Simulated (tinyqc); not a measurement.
Electron mobility in a silicon inversion layer, empirical terms and Matthiessen rule: effect of the charge at the interface.

Inversion layer of sheet density Ns on a uniformly doped body. The mobility terms are empirical power laws with prefactors chosen for the exercise; adding their inverses (Matthiessen) is itself an approximation.

ni = sqrt(Nc Nv) exp(-Eg/(2 Vt)), Eg in volts; Ndep = sqrt(2 eps0 eps_r Nb (2 Vt ln(Nb/ni) + Vsb)/q); E = q (Ndep + eta Ns)/(eps0 eps_r), in MV/cm. With t = T/(300 K): muC = Ac (Ns/1e12 cm^-2) t/(Nb/1e17 cm^-3 + Nit/1e11 cm^-2), muP = Ap E^(-1/3) t^(-1.75), muS = As E^(-gs); 1/mu is the sum of the inverses.

Inputs (values chosen for the exercise); material values close to those of silicon:
```
symbol,value,unit,meaning
T,300,K,temperature
Eg,1.11,eV,band gap
eps_r,11.7,,relative permittivity of the semiconductor
Nc,2.79e19,cm^-3,conduction-band density of states at T
Nv,2.7e19,cm^-3,valence-band density of states at T
Nb,9.8e16,cm^-3,body doping
Vsb,0,V,reverse body bias
eta,0.5,,weight of the inversion charge in the effective field
Ap,386,cm^2/(V s),phonon-limited mobility at 1 MV/cm and 300 K
As,1020,cm^2/(V s),roughness-limited mobility at 1 MV/cm
gs,2,,exponent of the roughness term
Ac,3900,cm^2/(V s),Coulomb prefactor
Ns,3.7e12,cm^-2,inversion density
```

Constants: q = 1.602176634e-19 C, kB = 1.380649e-23 J/K, Vt = kB T/q, eps0 = 8.8541878128e-14 F/cm where lengths are in cm. Results are converted to the units shown.

The same in every row: E (MV/cm) = 0.4436; muP (cm^2/(V s)) = 506.1; muS (cm^2/(V s)) = 5182.

Result of one run:

| Nit (cm^-2) | muC (cm^2/(V s)) | mu (cm^2/(V s)) |
|---|---|---|
| 1e10 | 1.336e4 | 445.7 |

What becomes of these results when the charge at the interface Nit is changed from 1e10 to 1e11 cm^-2, all else the same?

Result of the changed run:

| Nit (cm^-2) | muC (cm^2/(V s)) | mu (cm^2/(V s)) |
|---|---|---|
| 1e11 | 7288 | 433.6 |

The whole series:

| Nit (cm^-2) | muC (cm^2/(V s)) | mu (cm^2/(V s)) |
|---|---|---|
| 1e10 | 1.336e4 | 445.7 |
| 3.2e10 | 1.110e4 | 442.7 |
| 1e11 | 7288 | 433.6 |
| 3.2e11 | 3452 | 406.7 |
| 1e12 | 1314 | 341.3 |
| 3.2e12 | 437.5 | 224.5 |
| 1e13 | 142.9 | 109.1 |

As Nit goes from 1e10 to 1e13 cm^-2, E stays at 0.444 MV/cm and mu falls from 446 to 109 cm^2/(V s). The smallest term is the phonon one in the first row and the Coulomb one in the last.

tinyqc, about 0.01 s, one thread, Intel Xeon 2.30GHz (shared host): `OMP_NUM_THREADS=1 python tinyqc.py 2510160 2510161 out.jsonl`
